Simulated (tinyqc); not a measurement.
Spin coating of a resist or spin-on film: centrifugal thinning, evaporation and the final thickness (Emslie and Meyerhofer models): one step, computed by the program tinyqc.

A Newtonian film stays uniform over the wafer; solvent and solids have the same density and the concentration is uniform through the thickness.

Question. Rates. omega = 2 pi f/60; nu(c) = nu_s + k c^gamma; evaporation rate e = e0 sqrt(f/1000 rpm). Flow constant K = 2 omega^2/(3 nu(c0)); Reynolds number of the air omega R^2/nu_air with nu_air = 15 mm^2/s.

Inputs (values chosen for the exercise, of the order of those of a polymer resist in an ester solvent):
```
quantity                                 value          unit
solids volume fraction c0                 0.22             -
kinematic viscosity of the solvent nu_s    2.2        mm^2/s
viscosity constant k                      3700        mm^2/s
viscosity exponent gamma                   2.3             -
spin speed f                              1000           rpm
evaporation rate at 1000 rpm e0           0.53  micrometre/s
wafer radius R                              50            mm
```

Give: omega; nu(c0); evaporation rate e; flow constant K; Reynolds number of the air.

Answer.

omega = 104.7 1/s

nu(c0) = 115.9 mm^2/s

evaporation rate e = 0.53 micrometre/s

flow constant K = 6.308e-05 1/(micrometre^2 s)

Reynolds number of the air = 17453
